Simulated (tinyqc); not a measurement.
## Projection against the Weibull slope

Defects are spread at random, so -ln(1 - F) is proportional to the area: t63(A2) = t63 (A1/A2)^(1/beta), and the time to the share Fp is t63(A2) (-ln(1 - Fp))^(1/beta).

Parameters, values chosen for the exercise: area of a test capacitor A1 = 64 um^2; gate area of the product A2 = 1.1e6 um^2; allowed share of failed products Fp = 0.001; characteristic time of a test capacitor t63 = 320 s.

Results:

| beta | t63 of the product (s) | time to Fp (s) | decades lost to area | decades lost to the percentile |
|---|---|---|---|---|
| 0.6 | 2.796e-5 | 2.798e-10 | 7.059 | 5.000 |
| 1.02 | 0.02254 | 2.582e-5 | 4.152 | 2.941 |
| 1.45 | 0.3840 | 0.003277 | 2.921 | 2.069 |
| 2.3 | 4.611 | 0.2288 | 1.841 | 1.304 |
| 2.73 | 8.991 | 0.7161 | 1.551 | 1.099 |
| 3.15 | 14.48 | 1.616 | 1.345 | 0.9523 |
| 3.58 | 21.00 | 3.049 | 1.183 | 0.8379 |
| 4 | 27.95 | 4.971 | 1.059 | 0.7499 |

Estimate the missing row, beta = 1.88.

Computed row:

| beta | t63 of the product (s) | time to Fp (s) | decades lost to area | decades lost to the percentile |
|---|---|---|---|---|
| 1.88 | 1.788 | 0.04537 | 2.253 | 1.596 |

With this row back in the table: Both losses go as 1/beta: together 12.1 decades at beta = 0.6 and 1.81 at 4. For small Fp only the ratio Fp/A2 counts, so ten times the area costs as much as a tenth of Fp.

Computed by the program tinyqc: `OMP_NUM_THREADS=1 python tinyqc.py 2070139 2070140 out.jsonl`, one thread of a shared Intel Xeon 2.30GHz, about 0.01 s for the whole run.
